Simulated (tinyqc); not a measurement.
# CMOS latch-up, two-transistor model, step by step

Computed by the program tinyqc: `OMP_NUM_THREADS=1 python tinyqc.py 2670138 2670139 out.jsonl`, one thread of a shared Intel Xeon 2.30GHz, about 0.07 s for the whole run. Printed values are rounded.

A parasitic pnp (emitter at Vdd, base shunted by Rw) and npn (emitter at ground, base shunted by Rs) feed each other: the npn collector current flows out of the pnp base node, the pnp collector current into the npn base node. Forward-active transistors with constant gains: Icn = Isn exp(Vn/Vt), Icp = Isp (exp(Vp/Vt) - 1). A current Ii is injected into the npn base node.

Values chosen for this exercise; values close to those of bulk CMOS: temperature T = 293 K; current gain of the npn bn = 5.8; current gain of the pnp bp = 4.9; saturation current of the npn at T Isn = 1.6e-16 A; saturation current of the pnp at T Isp = 8.6e-17 A; substrate resistance shunting the npn Rs = 1900 ohm; well resistance shunting the pnp Rw = 3300 ohm; resistance from the pnp collector to the npn base R2 = 230 ohm; base-emitter voltage in the on state Von = 0.77 V; saturation voltage Vsat = 0.14 V; supply voltage Vdd = 1.8 V; current injected into the substrate Ii = 0.277 mA.

Constants: q = 1.602176634e-19 C, kB = 1.380649e-23 J/K, Vt = kB T/q. Results are converted to the units shown.

## Holding current and voltage

On state with both base-emitter voltages at Von: npn base current Ib = (Von/Rs + bp Von/Rw)/(bn bp - 1), holding current Ih = (bn + 1) Ib + Von/Rs, holding voltage Vh = Vsat + Von + R2 (Ib + Von/Rs).

bn bp = 28.42
Ib = 0.0564769 mA
Ih = 0.789306 mA
Vh = 1.01620 V

Vh is below Vdd = 1.8 V, so the supply can sustain a latched state.

## The off branch

```
point,Vn (V)
0,0.501
1,0.581
2,0.631
3,0.661
4,0.681
5,0.701
6,0.716
7,0.731
```

Node equations: Vp/Rw + Icp/bp = Icn and Vn/Rs + Icn/bn = Icp + Ii. Loop gain G = gn gp/[(1/Rw + gp/bp)(1/Rs + gn/bn)], gn = Icn/Vt, gp = (Icp + Isp)/Vt; the off state ends where G = 1, and Ii there is the trigger current. For each Vn: Icn, then Vp from the first equation, then Ii from the second.

```
point,Icn (mA),Vp (V),Icp (mA),Ii (mA),G
0,6.6317e-5,2.1885e-4,7.4865e-16,0.26370,5.6533e-14
1,0.0015764,0.0052022,1.9677e-14,0.30606,1.6056e-12
2,0.011421,0.037689,2.9663e-13,0.33407,3.7433e-11
3,0.037473,0.12366,1.1437e-11,0.35436,2.8575e-9
4,0.082744,0.27305,4.2774e-9,0.37269,1.6788e-6
5,0.18270,0.60163,0.0019181,0.39853,0.97287
6,0.33094,0.74301,0.51838,-0.084477,21.497
7,0.59947,0.77426,1.7877,-1.2996,24.665
```

Ii peaks at 0.3985 mA, at Vn = 0.7010 V where G = 1; beyond it the loop feeds itself.

## Iteration 1: response to the injected current, once round the loop per iteration

Vn at the start = 0.55 V

Icn = Isn exp(Vn/Vt); Vp solves Vp/Rw + Icp/bp = Icn; Vn(new) solves Vn/Rs + (Isn/bn) exp(Vn/Vt) = Icp + Ii.

Icn = 4.61801e-4 mA
Vp = 0.00152394 V
Icp = 5.35055e-15 mA
Vn after iteration 1 = 0.526241 V

## Course of the iteration: response to the injected current, once round the loop per iteration

Stop when Vn changes by less than 1e-9 V, or after 150 iterations. Vn must stay below 1.1 V.

Course of the iteration:
```
iteration,Vn (V),|change| (V)
1,0.526241,0.0238
2,0.526241,6.33e-15
```

Converged in 2 iterations. An off state exists, since Ii is below the trigger current, the largest Ii that the node equations allow, 0.3985 mA.
